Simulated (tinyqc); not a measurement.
# One-dimensional ballistic tunnel FET, two-band WKB: effect of temperature

A p-type source for x < 0 with its Fermi level at 0 and its valence edge at ds; in the channel the bands fall as D exp(-x/lam) towards their flat values, with the conduction edge at Ec = ds - dP and D = dP + Eg. The gate moves dP one to one. The drain Fermi level lies at -Vd and the drain side reflects nothing. For w = E - Ec between 0 and dP an electron crosses the gap. Two-band dispersion with equal masses m: inside the gap kappa = sqrt(m u (1 - u/Eg)/C), u the distance from a band edge, C = hbar^2/(2 m0).

S(w) = 2 lam int_0^Eg kappa(u) du/(w + Eg - u) = 2 pi lam sqrt(m/(C Eg)) [w + Eg/2 - sqrt(w (w + Eg))], T(w) = exp(-S). I = g (2 q^2/h) int_0^dP T(w) [f(E) - f(E + Vd)] dw, E = ds - dP + w, f(x) = 1/(1 + exp(x/Vt)). Swing = d(dP)/d(log10 I).

Parameters, values chosen for the exercise; band and dielectric values close to those of In0.53Ga0.47As: band gap Eg = 0.746 eV; band-edge mass of the two-band model m = 0.048 m0; screening length of the source junction lam = 5.4 nm; source valence edge above the source Fermi level ds = 0.14 eV; drain bias Vd = 0.3 V; number of degenerate subbands (spin apart) g = 1; tunnelling window Ev(source) - Ec(channel) dP = 0.19 eV.

Constants: q = 1.602176634e-19 C, kB = 1.380649e-23 J/K, hbar = 1.054571817e-34 J s, h = 6.62607015e-34 J s, m0 = 9.1093837015e-31 kg, Vt = kB T/q, hbar^2/(2 m0) = 0.0380998212 eV nm^2. Results are converted to the units shown.

Results:
```
T (K)    I (uA)  swing (mV/decade)  Vt ln 10 (mV/decade)
77     7.704e-5              38.90                 15.28
150    1.236e-4              47.89                 29.76
200    1.790e-4              55.60                 39.68
250    2.558e-4              63.46                 49.61
350    4.635e-4              76.90                 69.45
400    5.849e-4              82.08                 79.37
```

Estimate the missing row, T = 300 K.

Computed row:
```
T (K)    I (uA)  swing (mV/decade)  Vt ln 10 (mV/decade)
300    3.520e-4              70.68                 59.53
```

With this row back in the table: I rises from 7.70e-5 to 5.85e-4 uA, and the swing rises from 38.9 to 82.1 mV/decade, while the thermionic limit rises from 15.3 to 79.4 mV/decade. Gap and mass are held fixed.

Program tinyqc, `OMP_NUM_THREADS=1 python tinyqc.py 2620140 2620141 out.jsonl`; Intel Xeon 2.30GHz, shared host, one thread, about 0.01 s.
